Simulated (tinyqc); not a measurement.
# A discretised effective-mass wire between two leads, recursive Green functions, step by step

Numbers from tinyqc (`OMP_NUM_THREADS=1 python tinyqc.py 2660012 2660013 out.jsonl`; about 0.01 s on one thread of a shared Intel Xeon 2.30GHz). Printed values are rounded.

Finite differences on a grid of step a give a chain with hopping -t, t = C/(m a^2), C = hbar^2/(2 m0), and site energies 2 t + U_i for the N = 6 sites of the device; the semi-infinite leads have site energy 2 t. Each slice is one site, and V = -t couples neighbouring slices.

Inputs (values chosen for the exercise):
- m = 0.042 m0 (effective mass)
- a = 1.1 nm (grid step)
- U = [0, 0.52, 0.52, 0.52, 0.52, 0] eV (potential on the sites 1 to N)
- E = 0.136 eV (energy above the band bottom of the leads)

Constants: q = 1.602176634e-19 C, hbar = 1.054571817e-34 J s, h = 6.62607015e-34 J s, m0 = 9.1093837015e-31 kg, hbar^2/(2 m0) = 0.0380998212 eV nm^2. Results are converted to the units shown.

## Self-energy of the leads

Sigma = t^2 g(E - 2 t), g(x) = (x - i sqrt(4 t^2 - x^2))/(2 t^2) for |x| < 2 t and (x - sign(x) sqrt(x^2 - 4 t^2))/(2 t^2) otherwise; Gamma = i (Sigma - Sigma^dagger); both leads give the same.

t = 0.7497013 eV
Sigma = -0.6817013-0.3119862i eV
Gamma = 0.6239724 eV
open modes = 1

## Forward pass

Forward pass: g_1 = (E - H_1 - Sigma)^(-1), g_i = (E - H_i - V g_(i-1) V^dagger)^(-1), with Sigma also subtracted on the last slice; G_(i,1) = g_i V G_(i-1,1), starting from g_1. H_i is the block of slice i, its site energy.

```
site           g_i (1/eV)  G_(i,1) of the forward pass (1/eV)
1     -1.212879-0.555084i                 -1.212879-0.555084i
2     -0.779606-0.202402i                 -0.624665-0.508474i
3     -0.687674-0.054130i                 -0.301411-0.287493i
4     -0.667774-0.013572i                 -0.147971-0.146995i
5     -0.663078-0.003354i                 -0.073188-0.073445i
6     -1.592816-1.617839i                  0.001684-0.176473i
```

## Transmission

G_(N,1) = 0.0016844-0.1764728i 1/eV

T(E) = Tr[Gamma G_(N,1) Gamma G_(N,1)^dagger]. Conductance (2 q^2/h) T(E).

T(E) = 0.01212623
conductance = 0.9395510 uS

Inverting the whole matrix gives the same value.

## Backward pass

Backward pass: G_NN = g_N, G_ii = g_i + g_i V^dagger G_(i+1,i+1) V g_i; local density of states -Im G_ii/pi on each site.

```
site          G_ii (1/eV)  local density of states (1/eV)
1     -1.592816-1.617839i                       0.5149740
2     -1.052639-0.407125i                       0.1295918
3     -0.927342-0.126293i                       0.0402002
4     -0.927342-0.126293i                       0.0402002
5     -1.052639-0.407125i                       0.1295918
6     -1.592816-1.617839i                       0.5149740
```

A site of an infinite clean chain has 1/(pi sqrt(4 t^2 - x^2)) = 0.510 1/eV at this energy (x counted from the band centre); the device goes from 0.0402 (site 3) to 0.515 (site 6).

## States fed from the left, and the bond current

The full first column follows backwards from c_N = G_(N,1): c_i = G_(i,1)(forward) + g_i V^dagger c_(i+1). The density of states fed by the left lead is Gamma |c_i|^2/(2 pi), and the current on bond i is 2 t Gamma Im(c_(i+1) conj(c_i)) in units of T(E).

```
site           c_i (1/eV)  density fed from the left (1/eV)
1     -1.592816-1.617839i                         0.5118810
2     -0.787738-0.808250i                         0.1264988
3     -0.386142-0.412650i                         0.0317177
4     -0.182330-0.228412i                         0.0084825
5     -0.071907-0.161167i                         0.0030930
6      0.001684-0.176473i                         0.0030930
```

bond current, bond 1 to 5: 0.01212623  0.01212623  0.01212623  0.01212623  0.01212623

The bond current is the same on every bond and equals T(E): the current is conserved.
